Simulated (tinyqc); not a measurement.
Coupled-perturbed Hartree-Fock on RHF in the 3-21g basis, for H2, spin multiplicity 1, step by step. The polarisability along this axis is zero because the basis has no function that the field can mix in; the real value is not. One step of it, computed by the program tinyqc.

Problem. Integrals over molecular orbitals. (pq|rs) = sum C_ip C_jq C_kr C_ls (ij|kl), one index at a time.

coefficients C:
```
,MO1,MO2,MO3,MO4
1H 1s,0.284020,0.118605,0.802266,-1.047198
1H 2s,0.320595,1.538903,-0.664833,1.237879
2H 1s,0.284020,-0.118605,0.802266,1.047198
2H 2s,0.320595,-1.538903,-0.664833,-1.237879
```

core Hamiltonian H = T + V (hartree):
```
,1H 1s,1H 2s,2H 1s,2H 2s
1H 1s,-0.847467,-0.913467,-0.696549,-0.737167
1H 2s,-0.913467,-0.946778,-0.737167,-0.855208
2H 1s,-0.696549,-0.737167,-0.847467,-0.913467
2H 2s,-0.737167,-0.855208,-0.913467,-0.946778
```

Two-electron integrals (ij|kl) in chemists' order, unique and non-zero (hartree):
```
i,j,k,l,(ij|kl)
1,1,1,1,1.140145
2,1,1,1,0.611403
2,1,2,1,0.345152
2,2,1,1,0.626370
2,2,2,1,0.380329
2,2,2,2,0.482957
3,1,1,1,0.344460
3,1,2,1,0.195767
3,1,2,2,0.217143
3,1,3,1,0.142806
3,2,1,1,0.322728
3,2,2,1,0.194898
3,2,2,2,0.241308
3,2,3,1,0.149809
3,2,3,2,0.178879
3,3,1,1,0.649866
3,3,2,1,0.400909
3,3,2,2,0.511020
3,3,3,1,0.344460
3,3,3,2,0.433742
3,3,3,3,1.140145
4,1,1,1,0.433742
4,1,2,1,0.245772
4,1,2,2,0.272516
4,1,3,1,0.149809
4,1,3,2,0.152388
4,1,3,3,0.322728
4,1,4,1,0.178879
4,2,1,1,0.486649
4,2,2,1,0.297329
4,2,2,2,0.383514
4,2,3,1,0.187799
4,2,3,2,0.220195
4,2,3,3,0.486649
4,2,4,1,0.220195
4,2,4,2,0.325043
4,3,1,1,0.400909
4,3,2,1,0.246496
4,3,2,2,0.317127
4,3,3,1,0.195767
4,3,3,2,0.245772
4,3,3,3,0.611403
4,3,4,1,0.194898
4,3,4,2,0.297329
4,3,4,3,0.345152
4,4,1,1,0.511020
4,4,2,1,0.317127
4,4,2,2,0.426121
4,4,3,1,0.217143
4,4,3,2,0.272516
4,4,3,3,0.626370
4,4,4,1,0.241308
4,4,4,2,0.383514
4,4,4,3,0.380329
4,4,4,4,0.482957
```

Give: one-electron integrals over orbitals h = C^T H C; Two-electron integrals over orbitals.

Solution.

one-electron integrals over orbitals h = C^T H C (hartree):
```
,1,2,3,4
1,-1.221,0.000,-0.161,0.000
2,0.000,-0.567,0.000,0.205
3,-0.161,0.000,-0.059,0.000
4,0.000,0.205,0.000,0.303
```

Two-electron integrals over orbitals (pq|rs), unique and non-zero (hartree):
```
p,q,r,s,(pq|rs)
1,1,1,1,0.640
2,1,2,1,0.093
2,2,1,1,0.456
2,2,2,2,0.412
3,1,1,1,0.161
3,1,2,2,0.058
3,1,3,1,0.112
3,2,2,1,-0.013
3,2,3,2,0.035
3,3,1,1,0.556
3,3,2,2,0.412
3,3,3,1,0.132
3,3,3,3,0.507
4,1,2,1,-0.080
4,1,3,2,-0.031
4,1,4,1,0.127
4,2,1,1,-0.143
4,2,2,2,-0.061
4,2,3,1,-0.079
4,2,3,3,-0.111
4,2,4,2,0.074
4,3,2,1,-0.099
4,3,3,2,-0.012
4,3,4,1,0.127
4,3,4,3,0.149
4,4,1,1,0.653
4,4,2,2,0.469
4,4,3,1,0.199
4,4,3,3,0.583
4,4,4,2,-0.170
4,4,4,4,0.733
```
